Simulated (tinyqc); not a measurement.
Equal gaps, different models: fitting sp3s* parameters to three gaps by Newton steps.

sp3s* tight binding, nearest neighbours only: anion (a) at 0, cation (c) at a/4 (1,1,1), orbitals s, px, py, pz, s* on each; k in units of 2 pi/a. With phases e_j = exp(i (pi/2) k.n_j) for n = (1,1,1), (1,-1,-1), (-1,1,-1), (-1,-1,1): g0 = (e1+e2+e3+e4)/4, g1 = (e1+e2-e3-e4)/4, g2 = (e1-e2+e3-e4)/4, g3 = (e1-e2-e3+e4)/4. The diagonal holds the levels Esa, Epa, Exa (s*) and Esc, Epc, Exc. Anion-cation block: <sa|sc> = Vss g0; <sa|xc> = Vsapc g1; <xa|sc> = -Vscpa g1; <xa|xc> = Vxx g0; <xa|yc> = <ya|xc> = Vxy g3, <xa|zc> = <za|xc> = Vxy g2, <ya|zc> = <za|yc> = Vxy g1; <s*a|xc> = Vxapc g1; <xa|s*c> = -Vpaxc g1; y and z take g2 and g3 in place of g1; s-s* and s*-s* vanish.

Gaps are level 5 at Gamma, X = (1,0,0) and L = (1/2,1/2,1/2) less level 4 at Gamma; no spin-orbit coupling. Free parameters: Vss, Vxapc and Vpaxc. H is linear in them, so by Hellmann-Feynman J_ij = <u|dH/dp_j|u> for level 5 at point i less the same for level 4 at Gamma. Newton: p(new) = p + J^-1 (target - gaps); stop when all misses are below 1e-7 eV.

Constants: hbar^2/2m0 = 3.80998211 eV angstrom^2.

Parameters, chosen for this exercise (out of a larger set: near a published set for InAs, fitted to gaps, whose masses and valley positions are rough; not measured data): p = (-9.479, 0.908, -2.723, 3.755, 7.442, 6.694, -5.549, 1.834, 4.421, 3.03, 5.494, 3.391, 3.898) eV (start, order Esa, Epa, Esc, Epc, Exa, Exc, Vss, Vxx, Vxy, Vsapc, Vscpa, Vxapc, Vpaxc); tg = (0.3249, 2.408, 1.4567) eV (target gaps at Gamma, X, L); a = 6.06 angstrom (lattice constant).

The same three targets are met with other triples of free parameters (those for which Newton converges within 3 eV of the start). Not fitted: level 5 at K = (3/4,3/4,0) above Ev, the spacing of levels 6 and 5 at X, the depth of level 2 at X below Ev, the valence width at Gamma, and the mass c q^2/(E(q) - E(0)) of level 5 along [100], q = 0.002 (2 pi/a), c = hbar^2/2m0.

Unfitted results:

| free parameters | largest change (eV) | K (eV) | X spacing (eV) | level 2 at X (eV) | valence width (eV) | mass (m0) |
|---|---|---|---|---|---|---|
| start | 0.000 | 2.156 | 0.391 | 7.106 | 12.607 | 0.0272 |
| Vss, Vxapc, Vpaxc | 0.247 | 2.272 | 0.434 | 7.055 | 12.547 | 0.0227 |
| Esc, Vxapc, Vpaxc | 0.366 | 2.279 | 0.487 | 7.081 | 12.626 | 0.0228 |
| Vss, Vsapc, Vpaxc | 0.335 | 2.224 | 0.182 | 7.136 | 12.547 | 0.0221 |
| Esa, Vxapc, Vscpa | 0.256 | 2.258 | 0.344 | 7.207 | 12.803 | 0.0219 |
| Vss, Exa, Exc | 0.858 | 2.280 | 0.523 | 7.082 | 12.547 | 0.0227 |
| Esc, Vsapc, Exc | 0.335 | 2.234 | 0.219 | 7.156 | 12.626 | 0.0221 |

All fitted rows have the same three gaps, yet they spread by 55 meV at K, 341 meV in the X spacing, 152 meV in level 2 at X, 256 meV in the valence width and 4.0 % in the mass. The smallest change of parameters, 0.247 eV, is that of Vss, Vxapc, Vpaxc. A fit fixes what it was given and leaves the rest to the choice of free parameters.

Computed by tinyqc, a small Python program: `OMP_NUM_THREADS=1 python tinyqc.py 1452460 1452461 out.jsonl` (the numbers bound the seed that draws the inputs); one thread of a shared host (Intel(R) Xeon(R) Processor @ 2.30GHz), about 0.09 s for the whole set of steps.
